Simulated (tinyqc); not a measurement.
# Strained alloy layer of InAs and AlAs on (001) InP, model-solid band line-up: gaps, strain and offsets against composition

The layer is x parts of the first compound and 1 - x of the second, grown coherently on the third as substrate and barrier. Rows of the table: lattice constant a, average valence level Ea on an absolute scale, spin-orbit splitting so, gaps at Gamma, X and L, hydrostatic deformation potentials av and ac (Gamma), shear potential b, elastic constants, electron and heavy-hole (along z) masses. All are interpolated linearly in x; gaps get -C x (1 - x), taken wholly in the conduction band; real line-ups can differ from this model by 0.1 eV or more.

In-plane strain e = (a_substrate - a)/a, e_z = -2 (c12/c11) e, volume change 2 e + e_z. With v = 2 e + e_z and d = 2 b (e_z - e): Eav = Ea + av v; E_hh = Eav + so/3 - d/2; E_lh = Eav - so/6 + d/4 + sqrt(so^2 + so d + 9 d^2/4)/2; E_c = Ea + so/3 + EG + ac v (Gamma). Substrate: E_v = Ea + so/3, E_c = E_v + EG. Well depths: dEc = E_c(substrate) - E_c, dEhh = E_hh - E_v(substrate), dElh likewise; strained Gamma gap E_c - max(E_hh, E_lh); positive values confine carriers in the layer. Matthews-Blakeslee for 60-degree dislocations in a single layer: hc = k (ln(hc/bv) + 1), k = bv (1 - nu/4)/(4 pi |e| (1 + nu)), nu = c12/(c11 + c12), bv = a/sqrt(2); the larger root. The valence offset is the larger of dEhh and dElh; a dash marks |e| under 0.02 % or no root.

Values chosen for this exercise: bowing of the Gamma gap CG = 0.7 eV; bowing of the X gap CX = 0 eV; bowing of the L gap CL = 0 eV.

Binary compounds, values chosen for the exercise:
```
              close to InAs  close to AlAs  close to InP
a (angstrom)          6.058          5.661         5.869
Ea (eV)               -6.67          -7.49         -7.04
so (eV)               0.375          0.278          0.11
EG (eV)               0.359           3.04          1.35
EX (eV)                1.39           2.18          2.17
EL (eV)                1.08           2.33          1.91
av (eV)               0.989           2.46          1.25
ac (eV)               -5.15          -5.72         -5.03
b (eV)                -1.82           -1.5         -1.71
c11 (GPa)              83.7            124           102
c12 (GPa)              44.6           53.7          55.9
me (m0)              0.0232           0.15        0.0809
mh (m0)                0.33          0.469         0.536
```

Result of one run:
columns A: e (%); B: relaxed Gamma gap (eV); C: lower of X and L gaps (eV); D: strained Gamma gap (eV); E: E_hh - E_lh (meV); F: dEc (eV); G: valence offset (eV); H: hc (nm)
```
A            B      C      D      E         F       G     H
-0.3778  1.315  1.605  1.329  24.03  -0.08598  0.1066  32.6
```

Which fraction of the first compound in the layer x gave this result: 0.3, 0.47, 0.58, 0.69 or 0.75?

x = 0.58.

The whole series:
columns A: x; B: e (%); C: relaxed Gamma gap (eV); D: lower of X and L gaps (eV); E: strained Gamma gap (eV); F: E_hh - E_lh (meV); G: dEc (eV); H: valence offset (eV); I: hc (nm)
```
A            B       C      D       E       F          G          H     I
0.3      1.538   2.089  1.943   1.903  -105.8    -0.5075   -0.04556  5.28
0.36     1.121   1.914  1.880   1.782  -76.41    -0.4097   -0.02218  8.13
0.41    0.7766   1.771  1.817   1.683  -52.36    -0.3313  -0.001203  13.2
0.47    0.3661   1.606  1.742   1.565  -24.27    -0.2410    0.02600  33.9
0.53  -0.04105   1.445  1.667   1.446   2.665    -0.1548    0.05835   447
0.58   -0.3778   1.315  1.605   1.329   24.03   -0.08598     0.1066  32.6
0.64   -0.7790   1.163  1.530   1.192   48.13  -0.007135     0.1656  13.1
0.69    -1.111   1.040  1.468   1.079   66.81    0.05551     0.2158  8.25
0.75    -1.506  0.8980  1.393  0.9458   87.42     0.1270     0.2772  5.45
```

The relaxed Gamma gap falls from 2.09 to 0.898 eV and the strained one falls from 1.90 to 0.946 eV. The lattice matches the substrate at x = 0.524; the heavy hole is on top where the layer is compressed (e < 0) and the light hole where it is stretched. The relaxed alloy turns direct at x = 0.381. dEc rises from -0.507 to 0.127 eV and the valence offset rises from -0.0456 to 0.277 eV. At the largest strain listed, 1.54 %, strain changes the gap by -186 meV. For x = 0.3, 0.36 the lowest conduction valley of the relaxed alloy is X or L, so the gap and dEc listed hold for Gamma only.

tinyqc, about 0.01 s, one thread, Intel Xeon 2.30GHz (shared host): `OMP_NUM_THREADS=1 python tinyqc.py 2690001 2690002 out.jsonl`
